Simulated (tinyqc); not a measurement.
Resonant-tunnelling diode, transfer matrices and Tsu-Esaki current: two steps of the calculation.

Emitter (band edge 0), barrier d1, well Lw, barrier d2, collector (edge -V). The bias drops linearly over these layers and none in the contacts; each layer is cut into ns equal slices, flat at the value of their centres. E is the energy of motion across the layers, C = hbar^2/(2 m0), psi and psi'/m are continuous. Transport is coherent, T(E) is taken as independent of the transverse momentum, and charge in the well is ignored.

Values chosen for this exercise; masses and offsets of a made-up heterostructure:
- mw = 0.055 m0 (mass in the well, spacer and contacts)
- U1 = 0.84 eV (barrier height)
- m1 = 0.15 m0 (barrier mass)
- d1 = 1 nm (emitter barrier)
- Lw = 3.3 nm (well width)
- d2 = 1 nm (collector barrier)
- ns = 2 (slices in each layer)
- V = 0.18 V (bias of the collector)
- E = 0.08491 eV (trial energy)

Constants: q = 1.602176634e-19 C, hbar = 1.054571817e-34 J s, m0 = 9.1093837015e-31 kg, hbar^2/(2 m0) = 0.0380998212 eV nm^2. Results are converted to the units shown.

Task 1. Slices under bias. U = edge of the layer - V x/Lt at the centre x of each slice, Lt the summed thickness.

Give: U; m; width.

Result 1.

```
slice    U (eV)  m (m0)  width (nm)
0       0.83151    0.15     0.50000
1       0.81453    0.15     0.50000
2      -0.06198   0.055      1.6500
3      -0.11802   0.055      1.6500
4       0.68547    0.15     0.50000
5       0.66849    0.15     0.50000
```

Task 2. Running product of the slice matrices at the trial energy. For the pair (psi, psi'/m) a flat layer has M = [[cos kd, (m/k) sin kd], [-(k/m) sin kd, cos kd]] with k = sqrt(m (E - U)/C) above its edge U, and M = [[cosh Kd, (m/K) sinh Kd], [(K/m) sinh Kd, cosh Kd]] with K = sqrt(m (U - E)/C) below it. Later slices stand to the left. With M acting on (psi, psi'/m) and v = k/m in each lead, T(E) = 4 vL vR/[(vL vR M12 - M21)^2 + (vR M11 + vL M22)^2]. vL = sqrt(mw E/C)/mw, vR = sqrt(mw (E + V)/C)/mw.

```
slice       U (eV)  m (m0)  width (nm)
0       0.83150943    0.15         0.5
1       0.81452830    0.15         0.5
2      -0.06198113   0.055        1.65
3      -0.11801887   0.055        1.65
4       0.68547170    0.15         0.5
5       0.66849057    0.15         0.5
```

Give: Product after each layer; T(E).

Result 2.

Product after each layer:
```
               M11  M12 (nm)  M21 (1/nm)      M22
barrier d1  2.8513   0.23396      30.217   2.8301
well        3.2873   0.30796     -31.477  -2.6446
barrier d2  1.1747   0.17559     -2.1721  0.52662
```

T(E) = 0.58251

tinyqc, about 0.2 s, one thread, Intel Xeon 2.30GHz (shared host): `OMP_NUM_THREADS=1 python tinyqc.py 2600014 2600015 out.jsonl`
